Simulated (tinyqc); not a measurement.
Virtual-crystal alloy A(1-x)B(x) in sp3s* tight binding: one step. Levels at L. Three cases, with inputs chosen for the exercise.

Question. Diagonalise H; four bands are filled. The top of the valence band is the lower p root at Gamma.

Case 1.

H (eV), lower triangle (Hermitian):
```
                      sa                   xa                   ya                   za                  s*a
sa             -8.151800
xa                     0             1.109400
ya                     0                    0             1.109400
za                     0                    0                    0             1.109400
s*a                    0                    0                    0                    0             8.523400
sc   -2.560160-2.560160i   2.191219+2.191219i   2.191219+2.191219i   2.191219+2.191219i                    0
xc   -1.532174-1.532174i   0.744934+0.744934i  -1.807892-1.807892i  -1.807892-1.807892i  -1.655154-1.655154i
yc   -1.532174-1.532174i  -1.807892-1.807892i   0.744934+0.744934i  -1.807892-1.807892i  -1.655154-1.655154i
zc   -1.532174-1.532174i  -1.807892-1.807892i  -1.807892-1.807892i   0.744934+0.744934i  -1.655154-1.655154i
s*c                    0   1.783169+1.783169i   1.783169+1.783169i   1.783169+1.783169i                    0

            sc        xc        yc        zc       s*c
sc   -2.294400
xc           0  4.027600
yc           0         0  4.027600
zc           0         0         0  4.027600
s*c          0         0         0         0  7.088600
```

p roots (eV): 0.005614  5.131386

Case 2.

H (eV), lower triangle (Hermitian):
```
                      sa                   xa                   ya                   za                  s*a
sa             -7.907170
xa                     0             0.968560
ya                     0                    0             0.968560
za                     0                    0                    0             0.968560
s*a                    0                    0                    0                    0             7.454970
sc   -2.281387-2.281387i   1.943762+1.943762i   1.943762+1.943762i   1.943762+1.943762i                    0
xc   -1.647341-1.647341i   0.659941+0.659941i  -1.530549-1.530549i  -1.530549-1.530549i  -1.514718-1.514718i
yc   -1.647341-1.647341i  -1.530549-1.530549i   0.659941+0.659941i  -1.530549-1.530549i  -1.514718-1.514718i
zc   -1.647341-1.647341i  -1.530549-1.530549i  -1.530549-1.530549i   0.659941+0.659941i  -1.514718-1.514718i
s*c                    0   1.688014+1.688014i   1.688014+1.688014i   1.688014+1.688014i                    0

            sc        xc        yc        zc       s*c
sc   -1.462970
xc           0  3.619610
yc           0         0  3.619610
zc           0         0         0  3.619610
s*c          0         0         0         0  6.734720
```

p roots (eV): 0.004720  4.583450

Case 3.

H (eV), lower triangle (Hermitian):
```
                      sa                   xa                   ya                   za                  s*a
sa             -5.181280
xa                     0             1.657620
ya                     0                    0             1.657620
za                     0                    0                    0             1.657620
s*a                    0                    0                    0                    0             6.522060
sc   -2.612748-2.612748i   1.964095+1.964095i   1.964095+1.964095i   1.964095+1.964095i                    0
xc   -1.964095-1.964095i   0.585304+0.585304i  -1.691233-1.691233i  -1.691233-1.691233i  -1.872129-1.872129i
yc   -1.964095-1.964095i  -1.691233-1.691233i   0.585304+0.585304i  -1.691233-1.691233i  -1.872129-1.872129i
zc   -1.964095-1.964095i  -1.691233-1.691233i  -1.691233-1.691233i   0.585304+0.585304i  -1.872129-1.872129i
s*c                    0   1.872129+1.872129i   1.872129+1.872129i   1.872129+1.872129i                    0

            sc        xc        yc        zc       s*c
sc   -5.181280
xc           0  1.657620
yc           0         0  1.657620
zc           0         0         0  1.657620
s*c          0         0         0         0  6.522060
```

p roots (eV): 0.002132  3.313108

Give: levels; gap from the valence top to L.

Answer.

Case 1.

levels (eV): -10.8930  -6.8943  -1.3254  -1.3254  2.2564  4.0436  6.4624  6.4624  9.6641  12.1261

gap from the valence top to L = 2.2508 eV

Case 2.

levels (eV): -10.3748  -6.0846  -1.0754  -1.0754  2.3976  3.5635  5.6636  5.6636  8.9751  10.9310

gap from the valence top to L = 2.3929 eV

Case 3.

levels (eV): -10.4389  -7.5845  -1.5619  -1.5619  1.4474  2.4674  4.8771  4.8771  8.8746  11.2307

gap from the valence top to L = 1.4453 eV

Computed by tinyqc, one run a case: `OMP_NUM_THREADS=1 python tinyqc.py N N+1 out.jsonl` with N = 1480864, 1481249, 1481257; one thread of a shared Intel(R) Xeon(R) Processor @ 2.30GHz, about 0.1 s a run at most.
